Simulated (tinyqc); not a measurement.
# Conduction-band offset of an n-N heterojunction from carrier-profile moments: two studies

Layer 1 (x < 0) accumulates electrons and layer 2 (x > 0) is depleted. Boltzmann statistics. The bands bend down by V1 in layer 1 and up by V2 in layer 2, with V1 + V2 = VD = dE + Vt ln[(N2/Nc2)/(N1/Nc1)].

Parameters, values chosen for the exercise; values of the order of III-V alloys: temperature T = 300 K; relative permittivity of both layers eps_r = 11.7; density of states of the narrow-gap layer 1 Nc1 = 3.2e17 cm^-3; density of states of the wide-gap layer 2 Nc2 = 9.8e17 cm^-3; conduction-band offset dE = 0.17 eV; donor density in layer 1 N1 = 2.3e15 cm^-3; donor density in layer 2 N2 = 1.1e16 cm^-3; fixed charge at the interface si = -1.8e10 cm^-2.

Constants: q = 1.602176634e-19 C, kB = 1.380649e-23 J/K, Vt = kB T/q, eps0 = 8.8541878128e-14 F/cm where lengths are in cm. Results are converted to the units shown.

Each table varies one quantity; the others keep the values above.

## An error in the interface position

A C-V profile smears n(x) but keeps its zeroth and first moments: si = -int (N - n) dx, VD = (q/(eps0 eps_r)) int (N - n) x dx, dE = VD - Vt ln[(N2/Nc2)/(N1/Nc1)]. With the step of N placed at xi and the moment taken about xi, VD changes by (q/(eps0 eps_r)) [si xi + (N2 - N1) xi^2/2] and si by (N2 - N1) xi.

Results:

| xi (nm) | error of si (cm^-2) | error of dE (meV) |
|---|---|---|
| -30 | -2.610e10 | 14.41 |
| -22.5 | -1.958e10 | 9.670 |
| -15 | -1.305e10 | 5.690 |
| -7.5 | -6.525e9 | 2.466 |
| 0 | 0 | 0 |
| 7.5 | 6.525e9 | -1.709 |
| 22.5 | 1.958e10 | -2.858 |
| 30 | 2.610e10 | -2.297 |

Estimate the missing row, xi = 15 nm.

Computed row:

| xi (nm) | error of si (cm^-2) | error of dE (meV) |
|---|---|---|
| 15 | 1.305e10 | -2.662 |

With this row back in the table: Among the rows the error of dE lies between -2.86 and 14.4 meV, with a linear part from si; the error of si is linear, 8.70e8 cm^-2 a nanometre.

## Effect of the doping of the wide-gap layer

Sheet densities from the first integral: Q1 = sqrt((2 eps0 eps_r Vt N1/q)(exp(u1) - u1 - 1)) extra electrons, Q2 = sqrt((2 eps0 eps_r Vt N2/q)(exp(-u2) + u2 - 1)) missing ones, u = V/Vt; neutrality Q1 = Q2 + si.

Effect of the doping of the wide-gap layer:

| N2 (cm^-3) | VD (V) | V1 (V) | Q1 (cm^-2) | n(0-)/Nc1 |
|---|---|---|---|---|
| 2.6e15 | 0.1442 | 0.03557 | 3.489e10 | 0.02846 |
| 5e15 | 0.1611 | 0.05053 | 5.619e10 | 0.05075 |
| 9.5e15 | 0.1777 | 0.06615 | 8.483e10 | 0.09285 |
| 1.8e16 | 0.1943 | 0.08230 | 1.238e11 | 0.1734 |
| 3.4e16 | 0.2107 | 0.09872 | 1.770e11 | 0.3274 |
| 6.5e16 | 0.2274 | 0.1156 | 2.513e11 | 0.6298 |
| 1.2e17 | 0.2433 | 0.1317 | 3.475e11 | 1.173 |

What does the table show?

Q1 rises from 3.49e10 to 3.47e11 cm^-2, as N2^(0.60) over the table, while VD grows by Vt ln 10 a decade and the share V1/VD rises from 0.247 to 0.541. For N2 = 6.5e16, 1.2e17 n(0-) nears or passes Nc1, where degeneracy and quantisation lower Q1.

Program tinyqc, `OMP_NUM_THREADS=1 python tinyqc.py 2410082 2410083 out.jsonl`; Intel Xeon 2.30GHz, shared host, one thread, about 0.1 s.
